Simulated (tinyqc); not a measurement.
# Resistance of a tapered via with liner, size effect and interface, step by step

Computed by the program tinyqc: `OMP_NUM_THREADS=1 python tinyqc.py 2750030 2750031 out.jsonl`, one thread of a shared Intel Xeon 2.30GHz, about 0.01 s for the whole run. Printed values are rounded.

A round via whose diameter grows from db at the bottom as D(z) = db + 2 z/tan(ang). The fill, of diameter D - 2 tl, starts above the bottom liner (thickness fb tl) and has rho = rho0 (1 + ks lam/(D - 2 tl)); the sidewall liner conducts in parallel with it. The bottom liner and the interface are crossed over the full area pi db^2/4. Spreading in the lines above and below is left out.

Values chosen for this exercise; fill metal close to tungsten: diameter at the bottom db = 33 nm; height hv = 69 nm; sidewall angle ang = 88 degrees; bulk resistivity of the fill rho0 = 5.14 uohm cm; mean free path of the fill lam = 15.7 nm; size-effect factor ks = 0.8; liner on the sidewall tl = 2.7 nm; liner at the bottom over that on the sidewall fb = 0.7; resistivity of the liner rl = 330 uohm cm; interface resistivity at the bottom ri = 2.4e-12 ohm cm^2; ballistic conductance per area, about 3/(4 rho0 lam) Sb = 9.1e14 S/m^2.

## Slices of the via

Slices between z0 = fb tl and hv, evaluated at their midpoints: conductance per length pi/4 [(D - 2 tl)^2/rho + (D^2 - (D - 2 tl)^2)/rl], slice resistance = slice height over that. 9 slices.

z, slice 0 to 8 (nm): [5.61833, 13.0750, 20.5317, 27.9883, 35.4450, 42.9017, 50.3583, 57.8150, 65.2717]
D, slice 0 to 8 (nm): [33.3924, 33.9132, 34.4340, 34.9547, 35.4755, 35.9963, 36.5171, 37.0379, 37.5587]
rho, slice 0 to 8 (uohm cm): [7.44628, 7.40416, 7.36355, 7.32437, 7.28654, 7.25001, 7.21469, 7.18054, 7.14750]
slice resistance, slice 0 to 8 (ohm): [0.893693, 0.856678, 0.821878, 0.789120, 0.758251, 0.729130, 0.701629, 0.675632, 0.651031]

## Total resistance

R_fill = sum of the slices; R_bottom = rl fb tl/(pi db^2/4); R_interface = ri/(pi db^2/4); ballistic (Sharvin) limit 1/(Sb pi (db - 2 tl)^2/4); ideal cylinder rho0 hv/(pi db^2/4).

parts (ohm): fill 6.87704, bottom liner 7.29219, interface 0.280604
R = 14.4498 ohm
shares (%): fill 47.5925, bottom liner 50.4656, interface 1.9419
ballistic limit = 1.83675 ohm
ideal cylinder = 4.14662 ohm

The bottom liner is the largest part, and R is 3.48 times the ideal cylinder. With 2000 slices R = 14.451 ohm.
